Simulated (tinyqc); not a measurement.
Inside a calculation. Model: a chain with two barriers and dephasing by Buettiker voltage probes.

Numbers from tinyqc (`OMP_NUM_THREADS=1 python tinyqc.py 2700044 2700045 out.jsonl`; about 0.01 s on one thread of a shared Intel Xeon 2.30GHz). Printed values are rounded.

Sites 1 to 3 form a chain with hopping -t. Lead L joins site 1 and lead R site 3, both semi-infinite chains with hopping -t and site energy 0. Every site carries a probe with self-energy -i Gamma_p/2 that draws no net current. Linear response at zero temperature: mu_L = 1, mu_R = 0 in units of the bias.

Parameters, values chosen for the exercise:
```
symbol,value,unit,meaning
t,1,eV,hopping (matrix element -t)
U,"[2.8, 0, 2.7]",eV,site energies 1 to N
E,0.65,eV,Fermi energy
gp,0.67,eV,probe broadening Gamma_p
```

Constants: q = 1.602176634e-19 C, h = 6.62607015e-34 J s. Results are converted to the units shown.

## Green function

Sigma = t^2 g(E), g(x) = (x - i sqrt(4 t^2 - x^2))/(2 t^2) for |x| < 2 t and (x - sign(x) sqrt(x^2 - 4 t^2))/(2 t^2) otherwise; Gamma = -2 Im Sigma; G = (E - H - Sigma_L - Sigma_R + i Gamma_p/2)^(-1).

Sigma = 0.325000-0.945714i eV
Gamma = 1.89143 eV

G (1/eV):
```
                     1                   2                    3
1  -0.240264-0.124675i  0.245673-0.000860i   0.080289+0.042934i
2   0.245673-0.000860i  0.606938-0.316765i   0.253701+0.003433i
3   0.080289+0.042934i  0.253701+0.003433i  -0.244045-0.130155i
```

## Transmissions between terminals

With Gamma the broadening by one lead, T_RL = Gamma^2 |G_(3,1)|^2, T_pL = Gamma Gamma_p |G_(p,1)|^2, T_pR = Gamma Gamma_p |G_(p,3)|^2, T_pq = Gamma_p^2 |G_(p,q)|^2 for p != q.

T_RL = 0.0296562

```
probe       T_pL       T_pR
1      0.0928530  0.0105051
2      0.0764862  0.0815812
3      0.0105051  0.0969431
```

T_pq:
```
           1          2          3
1  0.0000000  0.0270937  0.0037212
2  0.0270937  0.0000000  0.0288985
3  0.0037212  0.0288985  0.0000000
```

## Probe potentials and effective transmission

No current into probe p: W mu = T_pL with W_pp = T_pL + T_pR + sum_q T_pq and W_pq = -T_pq. Then T_eff = T_RL + sum_p T_pR mu_p, and the resistance is (h/2q^2)/T_eff.

W:
```
           1          2          3
1   0.134173  -0.027094  -0.003721
2  -0.027094   0.214060  -0.028898
3  -0.003721  -0.028898   0.140068
```

mu_p, probe 1 to 3: 0.795302  0.484446  0.196079
T_eff = 0.0965411
resistance = 133.688 kohm

Without probes the transmission is 0.04011. With them, 30.7 % of the current crosses without entering a probe.

## Current at both leads

In units of (2 q^2/h) times the bias, T_RL + sum_p T_pL (1 - mu_p) leaves L and T_RL + sum_p T_pR mu_p enters R.

current leaving L = 0.0965411
current entering R = 0.0965411

The two are equal: the probes conserve the current.
